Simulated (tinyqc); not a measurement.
# Worked calculation: ballistic conductance of a hard-wall strip of a two-dimensional electron gas by counting modes

Computed by the program tinyqc: `OMP_NUM_THREADS=1 python tinyqc.py 2740110 2740111 out.jsonl`, one thread of a shared Intel Xeon 2.30GHz, about 0.07 s for the whole run. Printed values are rounded.

Subband edges E_n = C (n pi/W)^2/m, n = 1, 2, ...; C = hbar^2/(2 m0). Every mode transmits fully; spin gives the factor 2 in 2 q^2/h, valleys the factor gv.

Values chosen for this exercise: temperature T = 300 K; mass m = 0.44 m0; valleys gv = 1; Fermi energy above the 2D band edge Ef = 0.127 eV; width W = 8.1 nm; highest subband edge listed Et = 0.23 eV.

Constants: q = 1.602176634e-19 C, kB = 1.380649e-23 J/K, hbar = 1.054571817e-34 J s, h = 6.62607015e-34 J s, m0 = 9.1093837015e-31 kg, Vt = kB T/q, hbar^2/(2 m0) = 0.0380998212 eV nm^2. Results are converted to the units shown.

## Subband edges and their occupation

List the edges below Et; each adds its degeneracy times f = 1/(1 + exp((E_n - Ef)/Vt)) to the thermal mode count.

```
mode  edge (eV)  degeneracy          f
1     0.0130257           1  0.9879756
2     0.0521027           1  0.9477058
3     0.1172310           1  0.5933621
4     0.2084107           1  0.0411265
```

## Conductance and ballistic resistance

G = (2 q^2/h) gv M; at zero temperature M counts the edges below Ef, at T it is the sum of degeneracy times f. The smooth (Sharvin) count is kF W/pi, kF = sqrt(m Ef/C), and with the boundary term kF W/pi - 1/2. The sum runs over the edges listed.

M at zero temperature = 3
M at T = 2.570170
G = 199.1391 uS
resistance 1/G = 5.021615 kohm
smooth count = 3.122496

The smooth count is 21 % above M at T. With the boundary term it is 2.62.
